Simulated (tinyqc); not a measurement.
## Undoped symmetric double-gate MOSFET, analytic potential model: effect of the gate work function less that of the intrinsic body

An undoped body of thickness ts between two equal insulators and tied gates; long channel, electrons only, n = ni exp((psi - V)/Vt) with V the quasi-Fermi potential (0 at the source, Vd at the drain), constant mobility, no quantisation. Across the body psi(x) = V - 2 Vt ln[(ts/(2 beta)) sqrt(q ni/(2 eps0 eps_r Vt)) cos(2 beta x/ts)], x from the centre. Q is the electron charge per area of the whole body.

ni = sqrt(Nc Nv) exp(-Eg/(2 Vt)), Eg in volts; r = eps_r tox/(eox ts); V0 = dphi + 2 Vt ln[(2/ts) sqrt(2 eps0 eps_r Vt/(q ni))]. beta (between 0 and pi/2) solves (Vg - V0 - V)/(2 Vt) = ln(beta) - ln(cos beta) + 2 r beta tan(beta). Q = 8 eps0 eps_r Vt beta tan(beta)/ts; I = mu (1/L)(4 eps0 eps_r/ts)(2 Vt)^2 [g(beta_s) - g(beta_d)] per width, g = beta tan(beta) - beta^2/2 + r beta^2 tan^2(beta), with beta_s at V = 0 and beta_d at V = Vd.  I(low) is taken at Vg = 0.36 V, Qs and I(high) at Vg = 1.11 V.

Inputs (values chosen for the exercise); material values close to those of silicon:
- T = 400 K (temperature)
- Eg = 1.12 eV (band gap)
- eps_r = 11.9 (relative permittivity of the semiconductor)
- Nc = 4.25e19 cm^-3 (conduction-band density of states at T)
- Nv = 4.08e19 cm^-3 (valence-band density of states at T)
- eox = 7.59 (relative permittivity of the gate insulator)
- tox = 4.7 nm (insulator thickness)
- ts = 15 nm (body thickness)
- mu = 590 cm^2/(V s) (channel mobility)
- L = 1 um (gate length)
- Vd = 0.1 V (drain voltage)

Constants: q = 1.602176634e-19 C, kB = 1.380649e-23 J/K, Vt = kB T/q, eps0 = 8.8541878128e-14 F/cm where lengths are in cm. Results are converted to the units shown.

Result of one run:

| V0 (V) | I(low) (nA/um) | Qs(high) (nC/cm^2) | I(high) (uA/um) |
|---|---|---|---|
| 0.6140 | 2.344 | 1075 | 56.32 |

Which gate work function less that of the intrinsic body dphi gave this result: 0.04, 0.14, 0.19 or 0.24 V?

dphi = 0.19 V.

The whole series:

| dphi (V) | V0 (V) | I(low) (nA/um) | Qs(high) (nC/cm^2) | I(high) (uA/um) |
|---|---|---|---|---|
| 0.04 | 0.4640 | 171.1 | 1447 | 78.00 |
| 0.09 | 0.5140 | 42.02 | 1322 | 70.67 |
| 0.14 | 0.5640 | 9.969 | 1198 | 63.44 |
| 0.19 | 0.6140 | 2.344 | 1075 | 56.32 |
| 0.24 | 0.6640 | 0.5498 | 954.2 | 49.34 |
| 0.29 | 0.7140 | 0.1289 | 835.8 | 42.51 |
| 0.34 | 0.7640 | 0.03022 | 720.0 | 35.88 |

As dphi goes from 0.04 to 0.34 V, I(low) falls from 171 to 0.0302 nA/um and I(high) falls from 78.0 to 35.9 uA/um. V0 rises from 0.464 to 0.764 V. For dphi = 0.04 to 0.29 V the surface density at the source at the higher gate voltage passes 0.3 Nc, where Boltzmann statistics fail.

Program tinyqc, `OMP_NUM_THREADS=1 python tinyqc.py 2440064 2440065 out.jsonl`; Intel Xeon 2.30GHz, shared host, one thread, about 0.01 s.
